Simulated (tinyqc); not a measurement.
# Power transistor in saturation, electro-thermal loop: what changes with what

One temperature T for the device, T = T0 + Rth P(T), with P(T) = V I0 (T/300 K)^(-al) [1 + kv (T - 300 K)/Vov]^2. The loop gain is Rth dP/dT; a solution is thermally stable when it is below one.

Parameters, values chosen for the exercise: ambient temperature T0 = 360 K; drain voltage V = 48 V; saturation current at 300 K I0 = 0.1 A; exponent of the mobility al = 1.3; overdrive at 300 K Vov = 0.5 V; fall of the threshold with temperature kv = 1.5 mV/K; thermal resistance Rth = 15 K/W.

Each table varies one quantity; the others keep the values above.

## Effect of the drain voltage

P'(T) = P [-al/T + 2 kv/(Vov + kv (T - 300 K))], G = Rth P'. T is the lowest solution.

Effect of the drain voltage:
```
V (V),T (K),P (W),G
8,373.4,0.8962,0.01930
11,378.6,1.241,0.02647
15,385.6,1.710,0.03597
21,396.4,2.430,0.05009
28,409.5,3.298,0.06637
38,428.9,4.591,0.08924
53,459.9,6.659,0.1227
72,502.8,9.518,0.1635
```

As V goes from 8 to 72 V, T rises from 373.4 to 502.8 K, the power rises from 0.896 to 9.52 W and the loop gain rises from 0.0193 to 0.163.

## Effect of the exponent of the mobility

Same model as above.

Effect of the exponent of the mobility:
```
al,T (K),P (W),G
0.5,504.6,9.638,0.3943
0.8,476.3,7.751,0.2610
1.1,458.3,6.551,0.1639
1.4,445.4,5.694,0.08835
1.7,435.6,5.039,0.02739
2,427.8,4.518,-0.02290
2.3,421.3,4.089,-0.06502
```

What does the comparison show?

As al goes from 0.5 to 2.3, T falls from 504.6 to 421.3 K, the power falls from 9.64 to 4.09 W and the loop gain falls from 0.394 to -0.0650. The gain changes sign between al = 1.7 and 2, where the fall of the threshold and that of the mobility balance.

Computed by the program tinyqc: `OMP_NUM_THREADS=1 python tinyqc.py 2520114 2520115 out.jsonl`, one thread of a shared Intel Xeon 2.30GHz, about 0.01 s for the whole run.
